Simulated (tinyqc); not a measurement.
## Resonant-tunnelling diode, transfer matrices and Tsu-Esaki current: effect of temperature at two biases

Emitter (band edge 0), barrier d1, well Lw, barrier d2, collector (edge -V). The bias drops linearly over these layers and none in the contacts; each layer is cut into ns equal slices, flat at the value of their centres. E is the energy of motion across the layers, C = hbar^2/(2 m0), psi and psi'/m are continuous. Transport is coherent, T(E) is taken as independent of the transverse momentum, and charge in the well is ignored.

The current at V = 0.362 V and at V = 0.553 V, Ef held fixed. For the pair (psi, psi'/m) a flat layer has M = [[cos kd, (m/k) sin kd], [-(k/m) sin kd, cos kd]] with k = sqrt(m (E - U)/C) above its edge U, and M = [[cosh Kd, (m/K) sinh Kd], [(K/m) sinh Kd, cosh Kd]] with K = sqrt(m (U - E)/C) below it. Later slices stand to the left. With M acting on (psi, psi'/m) and v = k/m in each lead, T(E) = 4 vL vR/[(vL vR M12 - M21)^2 + (vR M11 + vL M22)^2]. J = J0 times the integral over E > 0 of T(E) N(E), N = ln[(1 + exp((Ef - E)/Vt))/(1 + exp((Ef - V - E)/Vt))], J0 = q^2 mw m0 kB T/(2 pi^2 hbar^3) (times 1e-4 for A/cm^2 per eV). The integral is converged to the digits shown.

Values chosen for this exercise; masses and offsets of a made-up heterostructure: mass in the well, spacer and contacts mw = 0.32 m0; barrier height U1 = 1.1 eV; barrier mass m1 = 0.54 m0; emitter barrier d1 = 0.8 nm; well width Lw = 1.5 nm; collector barrier d2 = 0.8 nm; slices in each layer ns = 2; Fermi energy of both contacts above their band edges Ef = 0.09 eV.

Constants: q = 1.602176634e-19 C, kB = 1.380649e-23 J/K, hbar = 1.054571817e-34 J s, m0 = 9.1093837015e-31 kg, Vt = kB T/q, hbar^2/(2 m0) = 0.0380998212 eV nm^2. Results are converted to the units shown.

Result of one run:
```
T (K),J at 0.362 V (kA/cm^2),J at 0.553 V (kA/cm^2),ratio
220,334.1,2.065,161.8
```

What becomes of these results when the temperature T is changed from 220 to 150 K, all else the same?

Result of the changed run:
```
T (K),J at 0.362 V (kA/cm^2),J at 0.553 V (kA/cm^2),ratio
150,330.3,1.869,176.7
```

The whole series:
```
T (K),J at 0.362 V (kA/cm^2),J at 0.553 V (kA/cm^2),ratio
40,329.3,1.712,192.3
77,329.4,1.745,188.8
150,330.3,1.869,176.7
220,334.1,2.065,161.8
300,343.2,2.384,144.0
400,360.5,2.944,122.4
```

The first current rises from 329 to 361 kA/cm^2, the second rises from 1.71 to 2.94 kA/cm^2, and their ratio falls from 192 to 122. Heat lifts electrons to energies where the barriers transmit more, which raises the second current by a far larger factor than the first.

tinyqc, about 0.08 s, one thread, Intel Xeon 2.30GHz (shared host): `OMP_NUM_THREADS=1 python tinyqc.py 2600029 2600030 out.jsonl`
